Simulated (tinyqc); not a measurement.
Octagonal on-chip spiral inductor, lumped pi model: two steps of the calculation.

Outer diameter do = di + 2 n wd + 2 (n - 1) sp, mean da = (do + di)/2, fill p = (do - di)/(do + di), length l = 3.314 n da. L = 2.25 mu0 n^2 da/(1 + 3.55 p), mu0 = 4 pi 1e-7 H/m. Rs = rho l/(wd delta (1 - exp(-th/delta))), delta = sqrt(rho/(pi f mu0)). Cs = n wd^2 eps0 eo/hu across the coil. At each end Cox = l wd eps0 eo/(2 ho) leads to the substrate branch Rsi = 2 rs he/(l wd) in parallel with Csi = l wd eps0 11.7/(2 he). With one end grounded Y = 1/(Rs + i w L) + i w Cs + 1/[1/(i w Cox) + 1/(1/Rsi + i w Csi)], w = 2 pi f; Q = -Im Y/Re Y. Eddy currents in neighbouring turns and in the substrate are left out.

Values chosen for this exercise; values of the order met in silicon radio-frequency processes: number of turns n = 4.5; line width wd = 10 um; space between turns sp = 2 um; inner diameter di = 100 um; metal thickness th = 3 um; metal resistivity rho = 3 uohm cm; oxide below the coil ho = 8.8 um; oxide between coil and underpass hu = 0.7 um; relative permittivity of the oxide eo = 3.9; substrate resistivity rs = 1000 ohm cm; effective spreading depth in the substrate he = 50 um; frequency f = 5.3 GHz.

Constants: eps0 = 8.8541878128e-12 F/m. Results are converted to the units shown.

Task 1. Geometry and model elements. do, l, L, delta, Rs, Cs, Cox, Rsi and Csi as defined.

Give: do; l; L; delta; Rs; Cs; Cox; Rsi; Csi.

Result 1.

do = 204.0 um
l = 2267 um
L = 3.930 nH
delta = 1.197 um
Rs = 6.184 ohm
Cs = 22.20 fF
Cox = 44.47 fF
Rsi = 4.412e4 ohm
Csi = 23.48 fF

Task 2. Admittance, quality factor and apparent inductance. Series branch 1/(Rs + i w L), substrate branch, total Y, Q = -Im Y/Re Y, apparent inductance Im(1/Y)/w, metal-only value w L/Rs, share of the loss in the substrate Re(substrate branch)/Re Y.

L = 3.9299812 nH
Rs = 6.1840809 ohm
Cs = 22.198714 fF
Cox = 44.474316 fF
Rsi = 44115.519 ohm
Csi = 23.482439 fF

Wanted: series branch; substrate branch; Y; Q; apparent inductance; w L/Rs; share of the loss in the substrate.

Result 2.

series branch = 0.360-7.624i mS
substrate branch = 0.0097+0.5119i mS
Y = 0.370-6.373i mS
Q = 17.23
apparent inductance = 4.696 nH
w L/Rs = 21.16
share of the loss in the substrate = 2.624 %

Q is 81.4 % of the metal-only value.

Computed by the program tinyqc: `OMP_NUM_THREADS=1 python tinyqc.py 2302141 2302142 out.jsonl`, one thread of a shared Intel Xeon 2.30GHz, about 0.01 s for the whole run.
